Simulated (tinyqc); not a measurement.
Gated graphene: carriers, quantum capacitance and optical conductivity: sweeps and comparisons. A value that a table varies takes the place of the one given here.

Cones E = +/- hv |k|, four flavours, D(E) = 2|E|/(pi hv^2). n = (2/pi)(kT/hv)^2 F_1(mu/kT), p = (2/pi)(kT/hv)^2 F_1(-mu/kT), in 1/angstrom^2 (1e16 for 1/cm^2); F_1(eta) = integral_0^infinity x dx/(1 + exp(x - eta)). Cq/e^2 = d(n - p)/d mu = (2 kT/(pi hv^2)) ln(2 + 2 cosh(mu/kT)).

Gate: V = mu/e + e (n - p)/Cox with Cox/e^2 = k/(4 pi e2 t), t in angstrom, e2 = e^2/(4 pi eps0); 1/(eV angstrom^2) in C/e^2 equals 1602.176634 microfarad/cm^2; total 1/C = 1/Cox + 1/Cq.

Conductivity over sigma0 = e^2/(4 hbar): interband Re = sinh(E/2kT)/(cosh(mu/kT) + cosh(E/2kT)); intraband Re = (8 kT/pi) ln(2 cosh(mu/2kT)) Gm/(E^2 + Gm^2). A free sheet absorbs about pi alpha_f Re(sigma/sigma0), alpha_f the fine-structure constant (alpha among the constants).

Constants: kB = 8.617333262e-05 eV/K; e^2/(4 pi eps0) = 14.39964547 eV angstrom; fine-structure constant alpha = 0.007297352564.

Inputs chosen for the exercise (Fermi velocity near that of graphene, gate dielectric near HfO2; not measured data): hv = 6.58 eV angstrom (hbar vF); T = 400 K; k = 18.83 (dielectric constant of the gate layer); t = 2 nm (its thickness); Gm = 5 meV (intraband damping); V = -0.06 V (gate voltage from the neutrality point).

## Gate sweep

Results:
```
V (V)   mu (eV)  n - p (1/cm^2)  n + p (1/cm^2)  Cq (microfarad/cm^2)  C/Cox  Cox V/e (1/cm^2)
0        0.0000               0        2.87e+11                  1.13  0.119                 0
0.0018   0.0016        1.11e+10        2.88e+11                  1.13  0.119          9.37e+10
0.0048   0.0042        2.97e+10        2.89e+11                  1.13  0.119          2.50e+11
0.012    0.0106        7.47e+10        2.96e+11                  1.14  0.121          6.24e+11
0.024    0.0211        1.51e+11        3.20e+11                  1.20  0.126          1.25e+12
0.042    0.0367        2.75e+11        3.86e+11                  1.35  0.139          2.19e+12
0.060    0.0521        4.13e+11        4.87e+11                  1.55  0.157          3.12e+12
0.090    0.0768        6.85e+11        7.21e+11                  1.98  0.192          4.68e+12
0.13     0.1082        1.13e+12        1.15e+12                  2.62  0.239          6.76e+12
```

What does this show?

At neutrality n + p = 2.87e+11 1/cm^2 of thermal carriers remain and C/Cox = 0.119; at the last row C/Cox = 0.239 and the plain capacitor rule overstates n - p by 496.8 %. Between the last two rows mu goes as V^0.93; for |mu| well above kT the limits are 1/2 where Cox is small against Cq and 1 where it is large.

## Absorption spectrum

mu = -0.05206 eV

Results:
```
E (eV)  interband  intraband  absorption (%)
0.010      0.0430     3.3519           7.783
0.021      0.0904     0.8991           2.269
0.036      0.1555     0.3172           1.084
0.052      0.2254     0.1535           0.869
0.073      0.3179     0.0783           0.908
0.088      0.3838     0.0539           1.003
0.104      0.4530     0.0386           1.127
0.120      0.5201     0.0290           1.259
0.135      0.5800     0.0230           1.382
0.167      0.6942     0.0150           1.626
0.208      0.8079     0.0097           1.874
0.312      0.9509     0.0043           2.190
```

What can be read from the table?

The edge lies at 2|mu| = 0.104 eV and, for |mu| above about 3 kT (here 1.5), rises from 10 % to 90 % over about 8.8 kT = 0.303 eV. The absorption is lowest, 0.869 %, at 0.052 eV of those listed, between the Drude tail and the edge; at the last row it is 2.190 % against pi alpha_f = 2.293 %. The thin-sheet formula fails where the absorption is large, and trigonal warping matters above about 1.5 eV.

## What moves the Fermi level

All results formed anew. Each row changes one parameter from the base and keeps the others.

Results:
```
case                   mu (eV)  n - p (1/cm^2)   C/Cox
base                   -0.0521      -4.133e+11  0.1568
V = -0.078 V           -0.0671      -5.696e+11  0.1773
t = 1.4 nm             -0.0542      -4.339e+11  0.1173
k = 22.6               -0.0532      -4.245e+11  0.1355
hv = 7.24 eV angstrom  -0.0533      -3.510e+11  0.1345
T = 500 K              -0.0507      -4.816e+11  0.1727
```

How do the results move?

The largest shifts from the base row, up to three for each result and ties (the steps differ in size, so this ranks the rows, not the parameters). mu (eV): V -0.0150, t -0.0021, T +0.0013. n - p (1/cm^2): V -1.56e+11, T -6.83e+10, hv +6.23e+10. C/Cox: t -0.0395, hv -0.0223, k -0.0214.

Run: tinyqc, `OMP_NUM_THREADS=1 python tinyqc.py 1682484 1682485 out.jsonl`; Intel(R) Xeon(R) Processor @ 2.30GHz, one thread, shared host; about 0.01 s of CPU time with all checks.
